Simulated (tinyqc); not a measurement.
From results back to parameters: valley splitting in a one-orbital chain of atomic planes (second-neighbour model). Three cases, with inputs chosen for the exercise.

Problem. For E(phi) = e0 + 2 v cos(phi) + 2 u cos(2 phi) with u, v > 0 and planes a/4 apart, the heights of the band at phi = 0 and phi = pi above its minimum were computed from hidden u and v; c = hbar^2/2m0.

Constants: hbar^2/2m0 = 3.80998211 eV angstrom^2.

Case 1.

Values chosen (out of a larger set: near those of the Delta valleys of silicon; abrupt walls in this chain split the valleys several times more than measured wells; not measured data): a = 5.423 angstrom (lattice constant; planes lie a/4 apart).

E(0) - Emin = 3.903191 eV
E(pi) - Emin = 1.307191 eV

Case 2.

Values chosen (out of a larger set: near those of the Delta valleys of silicon; abrupt walls in this chain split the valleys several times more than measured wells; not measured data): a = 5.42 angstrom (lattice constant; planes lie a/4 apart).

E(0) - Emin = 3.218906 eV
E(pi) - Emin = 1.450906 eV

Case 3.

Values chosen (out of a larger set: near those of the Delta valleys of silicon; abrupt walls in this chain split the valleys several times more than measured wells; not measured data): a = 5.44 angstrom (lattice constant; planes lie a/4 apart).

E(0) - Emin = 3.688871 eV
E(pi) - Emin = 1.368871 eV

Find: u, v; phi0; mass at the minimum.

Solution. E - Emin = 4u (cos(phi) + v/(4u))^2. The difference of the two heights is 4v, and for v < 4u the sum of their square roots is 4 sqrt(u). The mass is (2c)/((a/4)^2 (8u - v^2/(2u))).

Case 1.

u, v (eV): 0.608  0.649

phi0 = 1.8409 rad
mass at the minimum = 0.918 m0

Case 2.

u, v (eV): 0.562  0.442

phi0 = 1.7687 rad
mass at the minimum = 0.960 m0

Case 3.

u, v (eV): 0.597  0.580

phi0 = 1.8161 rad
mass at the minimum = 0.917 m0

Computed by tinyqc, one run a case: `OMP_NUM_THREADS=1 python tinyqc.py N N+1 out.jsonl` with N = 1480689, 1480724, 1480817; one thread of a shared Intel(R) Xeon(R) Processor @ 2.30GHz, about 0.02 s a run at most.
